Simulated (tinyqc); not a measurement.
# Threshold of a short bulk MOSFET: charge sharing, barrier lowering, narrow width: two studies

n-channel device on a p-type body, depletion approximation, full ionisation. Uniform doping N = Na. Vbi from Boltzmann statistics is rough for the degenerate source. Cox = eps0 eox/tox.

Values chosen for this exercise; band and dielectric values close to those of silicon:
```
symbol    value   unit                                                                 meaning
T           350      K                                                             temperature
Eg         1.14     eV                                                                band gap
eps_r      11.9                                                          relative permittivity
Nc      3.47e19  cm^-3                                  conduction-band density of states at T
Nv      3.28e19  cm^-3                                     valence-band density of states at T
eox         3.9         relative permittivity of the gate insulator (close to silicon dioxide)
tox         9.3     nm                                                     insulator thickness
Na       9.4e17  cm^-3                                                          channel doping
Nsd        1e20  cm^-3                                                 source and drain doping
Vfb       -0.84      V                                     flat-band voltage for the doping Na
xj          130     nm                                                          junction depth
Vbs           0      V                                                     body-source voltage
Vds         0.5      V                                                    drain-source voltage
W          1600     nm                                                              gate width
xw       0.7854                      shape factor of the fringing depletion at the width edges
L           210     nm                                                          channel length
```

Constants: q = 1.602176634e-19 C, kB = 1.380649e-23 J/K, Vt = kB T/q, eps0 = 8.8541878128e-14 F/cm where lengths are in cm. Results are converted to the units shown.

Each table varies one quantity; the others keep the values above.

## Threshold roll-off against channel length

ni = sqrt(Nc Nv) exp(-Eg/(2 Vt)), Eg in volts; 2 pB = 2 Vt ln(N/ni); flat band Vfb - Vt ln(N/Na); Wd = sqrt(2 eps0 eps_r (2 pB - Vbs)/(q N)); body term q N Wd/Cox; long-channel VT0 = flat band + 2 pB + body term; Vbi = Vt ln(N Nsd/ni^2); scale length l = sqrt((eps_r/eox) tox Wd). Charge sharing (trapezoid; it ignores Vds): F = (xj/L)(sqrt(1 + 2 Wd/xj) - 1), lowering = body term times F. Barrier lowering: th = exp(-L/(2 l)) + 2 exp(-L/l), lowering = th [2 (Vbi - 2 pB) + Vds], DIBL = th. Narrow width: rise = body term times xw Wd/W. VT by each model = VT0 - lowering + rise. DIBL under 0.001 mV/V is printed as 0.

The same in every row: N (cm^-3) = 9.400e17; VT0 (V) = 1.542.

Threshold roll-off against channel length:

| L (nm) | L/l | F | DIBL (mV/V) | VT, charge sharing (V) | VT, barrier lowering (V) |
|---|---|---|---|---|---|
| 100 | 3.131 | 0.3201 | 296.4 | 1.101 | 1.337 |
| 150 | 4.696 | 0.2134 | 113.8 | 1.257 | 1.479 |
| 210 | 6.574 | 0.1525 | 40.15 | 1.346 | 1.537 |
| 310 | 9.705 | 0.1033 | 7.932 | 1.418 | 1.562 |
| 440 | 13.77 | 0.07276 | 1.023 | 1.462 | 1.567 |
| 640 | 20.04 | 0.05002 | 0.04460 | 1.495 | 1.568 |
| 920 | 28.80 | 0.03480 | 0 | 1.517 | 1.568 |
| 1300 | 40.70 | 0.02463 | 0 | 1.532 | 1.568 |
| 1900 | 59.48 | 0.01685 | 0 | 1.544 | 1.568 |

VT by barrier lowering rises from 1.34 to 1.57 V and VT by charge sharing rises from 1.10 to 1.54 V. DIBL is under 100 mV/V from L = 210 nm on among the rows (th = 0.1 at L/l = 4.92). For L = 100 DIBL exceeds 250 mV/V, where the barrier formula is rough.

## Effect of the body-source voltage

Same model as above.

The same in every row: N (cm^-3) = 9.4000e17.

Result of one run:

| Vbs (V) | VT0 (V) | L/l | F | DIBL (mV/V) | VT, charge sharing (V) | VT, barrier lowering (V) |
|---|---|---|---|---|---|---|
| -0.9 | 2.1331 | 5.5463 | 0.20622 | 70.267 | 1.7614 | 2.1290 |

What becomes of these results when the body-source voltage Vbs is changed from -0.9 to -0.6 V, all else the same?

Result of the changed run:

| Vbs (V) | VT0 (V) | L/l | F | DIBL (mV/V) | VT, charge sharing (V) | VT, barrier lowering (V) |
|---|---|---|---|---|---|---|
| -0.6 | 1.9571 | 5.8012 | 0.19057 | 61.038 | 1.6426 | 1.9518 |

The whole series:

| Vbs (V) | VT0 (V) | L/l | F | DIBL (mV/V) | VT, charge sharing (V) | VT, barrier lowering (V) |
|---|---|---|---|---|---|---|
| 0 | 1.5425 | 6.5742 | 0.15245 | 40.153 | 1.3459 | 1.5368 |
| -0.3 | 1.7626 | 6.1280 | 0.17292 | 51.063 | 1.5065 | 1.7568 |
| -0.6 | 1.9571 | 5.8012 | 0.19057 | 61.038 | 1.6426 | 1.9518 |
| -0.9 | 2.1331 | 5.5463 | 0.20622 | 70.267 | 1.7614 | 2.1290 |
| -1.2 | 2.2952 | 5.3392 | 0.22037 | 78.880 | 1.8671 | 2.2928 |
| -1.5 | 2.4462 | 5.1657 | 0.23335 | 86.976 | 1.9626 | 2.4458 |
| -1.8 | 2.5882 | 5.0172 | 0.24536 | 94.628 | 2.0496 | 2.5901 |
| -2.1 | 2.7224 | 4.8879 | 0.25658 | 101.89 | 2.1297 | 2.7271 |

As Vbs goes from 0 to -2.1, VT0 rises from 1.54 to 2.72 V, DIBL rises from 40.2 to 102 mV/V, F rises from 0.152 to 0.257 and VT by barrier lowering rises from 1.54 to 2.73 V. The apparent body effect -dVT/dVbs between the first two rows is 0.733 by barrier lowering and 0.535 by charge sharing, against 0.734 for a long device.

Program tinyqc, `OMP_NUM_THREADS=1 python tinyqc.py 2002065 2002066 out.jsonl`; Intel Xeon 2.30GHz, shared host, one thread, about 0.01 s.
